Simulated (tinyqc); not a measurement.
Worked calculation: implant damage, amorphisation by cascade overlap, and solid-phase epitaxial regrowth. Computed by tinyqc, a small Python program that keeps every step. Command: `OMP_NUM_THREADS=1 python tinyqc.py 3111756 3111757 out.jsonl sper walk`. One thread of a shared host (Intel(R) Xeon(R) Processor @ 2.30GHz), about 0.01 s of CPU time with the checks. Intermediate numbers are printed to about 6 digits and carried at full precision; extremes and crossings named in words are read from the listed rows.

Range and width of the damage are inputs. Dynamic annealing enters only through the surviving share f.

Inputs (values chosen for the exercise, modelled on germanium ions in germanium):
```
quantity                            value    unit
atomic density N                     44.2  1/nm^3
ion Z1                                 32       -
ion mass M1                          72.6       u
target Z2                              32       -
target mass M2                      72.63       u
ion energy E                          150     keV
displacement energy E_d                17      eV
depth of the damage peak R_d           64      nm
width of the damage profile s_d        29      nm
share of defects that survive f      0.68       -
critical displaced share x_c         0.18       -
dose Q                            1.2e+15  1/cm^2
overlaps needed n                       2       -
area amorphised by one track A_i      2.4    nm^2
regrowth prefactor v0             2.9e+16    nm/s
regrowth energy E_a                  2.16      eV
anneal temperature                    433       C
rate relative to (100)                  1       -
peak enhancement by the dopant        8.8       -
ramp rate                             4.2     K/s
```

Constants: a_0 = 0.529177210903 angstrom; e^2/(4 pi eps_0) = 14.39964548 eV angstrom; k_B = 8.617333262e-05 eV/K.

## Damage energy and displacements per ion

Robinson partition: eps = E a M2/(Z1 Z2 (e^2/(4 pi eps_0)) (M1 + M2)), a = 0.8853 a_0/sqrt(Z1^(2/3) + Z2^(2/3)); k = 0.0793 Z1^(2/3) Z2^(1/2) (M1 + M2)^(3/2)/((Z1^(2/3) + Z2^(2/3))^(3/4) M1^(3/2) M2^(1/2)); damage energy T_d = E/(1 + k (eps + 0.40244 eps^(3/4) + 3.4008 eps^(1/6))); displacements nu = 0.8 T_d/(2 E_d).

reduced energy eps = 0.530835

k = 0.157781

damage energy T_d = 93.3953 keV

T_d/E = 0.622635

displacements per ion nu = 2197.54

38 % of the energy goes to electrons.

## The amorphous layer

Displaced share x(z) = f nu Q exp(-(z - R_d)^2/(2 s_d^2))/(sqrt(2 pi) s_d N); the layer is amorphous where x > x_c, between R_d -/+ s_d sqrt(2 ln(x_max/x_c)), the upper edge being cut at the surface. Threshold dose Q_c = Q x_c/x_max.

peak displaced share x_max = 5.58105

threshold dose Q_c = 3.87024e+13 1/cm^2

upper edge = 0 nm

lower edge = 140.002 nm

The layer reaches the surface. Caution: x above 1 counts atoms displaced more than once.

## Damage left below the interface

Displaced atoms per area beyond the lower edge z2: f nu Q (1/2) erfc((z2 - R_d)/(sqrt2 s_d)); they are not removed by regrowth.

share of the damage beyond z2 = 0.00438678

displaced atoms beyond z2 = 7.86633e+15 1/cm^2

## Layer against dose

The formulas are those given above.

Dose series; the last column is f nu Q erfc((z2 - R_d)/(sqrt2 s_d))/2:
```
Q (1/cm^2)    x_max  upper edge (nm)  lower edge (nm)  displaced atoms beyond z2 (1/cm^2)
4.26e+13    0.19813          51.2960           76.704                         2.10497e+16
5.81e+13    0.27022          37.8593           90.141                         1.59477e+16
9.68e+13    0.45020          24.7321          103.268                         1.27087e+16
1.55e+14    0.72089          15.6904          112.310                         1.10881e+16
2.71e+14    1.26039           6.7852          121.215                         9.82115e+15
4.64e+14    2.15801           0.0000          128.638                         8.95171e+15
9.68e+14    4.50205           0.0000          137.586                         8.07604e+15
1.94e+15    9.02270           0.0000          145.143                         7.45217e+15
```

A dose 46 times larger moves the lower edge from 76.7 to 145 nm, as the root of a logarithm, and the damage beyond it falls by a factor 2.8, since the edge lies on an ever steeper tail. The layer reaches the surface at Q_c exp(R_d^2/(2 s_d^2)) = 4.42e14 per cm^2.

## Overlap model

Gibbons model: a point turns amorphous after n + 1 hits; with y = A_i Q the amorphous share is 1 - exp(-y) sum_(k=0..n) y^k/k!. Doses are set by y.

Amorphous share:
```
y     Q (1/cm^2)  direct impact (n = 0)      given n
0.1  4.16667e+12               0.095163  1.54653e-04
0.3  1.25000e+13               0.259182  3.59949e-03
0.6  2.50000e+13               0.451188  2.31153e-02
1.0  4.16667e+13               0.632121  8.03014e-02
2.0  8.33333e+13               0.864665  3.23324e-01
3.0  1.25000e+14               0.950213  5.76810e-01
5.0  2.08333e+14               0.993262  8.75348e-01
8.0  3.33333e+14               0.999665  9.86246e-01
```

At small y the share grows as y^3; between the first rows the exponent is 2.86.

## Isothermal regrowth

v = v0 x orientation factor x exp(-E_a/(k_B T)) x [1 + (enhancement - 1) exp(-(z - R_d)^2/(2 s_d^2))], T = anneal temperature + 273.15 K; the dopant is taken to follow the damage profile; the lower front moves from the lower edge z2 to the surface, or to the middle (z1 + z2)/2 of a buried layer with upper edge z1; time = int dz/v; the equivalent undoped distance is that time times the undoped velocity.

undoped velocity = 11.1307 nm/s

distance to regrow = 140.002 nm

time without enhancement = 12.5780 s

equivalent undoped distance = 39.9258 nm

time with enhancement = 3.58700 s

The rate doubles for each 14 K or so near this temperature.

## Regrowth during a ramp

On a linear ramp from 200 C regrowth ends at the T_f where int v_undoped dT/(ramp rate) equals the equivalent undoped distance.

temperature at which regrowth ends = 428.790 C

Checks made by the program: tail against quadrature of x(z) N (relative difference below 1e-10).
